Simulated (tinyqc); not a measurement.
Pressure series at fixed power: global model of a low-pressure process discharge: electron temperature, density, ion flux and ion energy. Computed by tinyqc, a small Python program. Command: `OMP_NUM_THREADS=1 python tinyqc.py 3112425 3112426 out.jsonl plasma walk`. One thread of a shared host (Intel(R) Xeon(R) Processor @ 2.30GHz), about 0.01 s of CPU time with the checks.

Maxwellian electrons with temperature T_e in eV, one positive ion, no negative ions, uniform bulk density n; rate constants have the Arrhenius form.

Inputs (values chosen for the exercise, of the order of those of an inductive discharge in a simple atomic gas):

| quantity | value | unit |
|---|---|---|
| ion mass M | 40 | u |
| ionisation prefactor K0 | 6.2e-14 | m^3/s |
| ionisation energy E_iz | 12.2 | eV |
| excitation prefactor X0 | 6.5e-15 | m^3/s |
| excitation energy E_ex | 8.59 | eV |
| elastic rate constant K_el | 1.7e-13 | m^3/s |
| ion-neutral cross section | 8.8e-19 | m^2 |
| gas temperature T_g | 300 | K |
| radius R | 19 | cm |
| height L | 16 | cm |
| absorbed power P | 290 | W |

Constants: k_B = 1.380649e-23 J/K; e = 1.602176634e-19 C; u = 1.6605390666e-27 kg; m_0 = 9.1093837015e-31 kg.

Method:
- n_g = p/(k_B T_g), lambda_i = 1/(n_g sigma), K_iz = K0 exp(-E_iz/T_e), h_L = 0.86/sqrt(3 + L/(2 lambda_i)), h_R = 0.8/sqrt(4 + R/lambda_i), A_eff = 2 pi R^2 h_L + 2 pi R L h_R and d_eff = pi R^2 L/A_eff follow p.
- Particle balance: K0 exp(-E_iz/T_e) n_g d_eff = u_B, u_B = sqrt(e T_e/M).
- E_c = E_iz + (X0 exp(-E_ex/T_e) E_ex + K_el (3 m_0/M) T_e)/K_iz; E_T = E_c + (5/2) T_e + (T_e/2) ln(M/(2 pi m_0)); n = P/(e u_B A_eff E_T); J = e h_L n u_B. Pressures without a root below 2 E_iz are left out.

Against pressure:

| p (Pa) | T_e (eV) | E_c (eV) | E_T (eV) | n (1/cm^3) | J (mA/cm^2) |
|---|---|---|---|---|---|
| 0.1 | 2.8530 | 15.415 | 35.899 | 1.3358e+11 | 2.2273 |
| 0.2 | 2.3266 | 16.500 | 33.204 | 1.9004e+11 | 2.4521 |
| 0.5 | 1.8523 | 18.675 | 31.973 | 3.0228e+11 | 2.5963 |
| 1.0 | 1.5969 | 21.210 | 32.675 | 4.2403e+11 | 2.5643 |
| 2.0 | 1.4004 | 25.018 | 35.072 | 5.7692e+11 | 2.4021 |
| 5.0 | 1.2031 | 33.740 | 42.378 | 7.9730e+11 | 1.9951 |
| 10.0 | 1.0870 | 46.321 | 54.125 | 9.2199e+11 | 1.5641 |
| 20.0 | 0.9914 | 71.262 | 78.380 | 9.3931e+11 | 1.0808 |

What does the comparison show, and why?

T_e falls from 2.85 to 0.99 eV, n changes by a factor 7.0 and J by 0.49; in J = P h_L/(A_eff E_T), E_T changes by a factor 2.18 and is least at 0.5 Pa, between wall losses at high T_e and excitation losses at low T_e.

Extremes, crossings and ranges named in words are read from the listed rows.
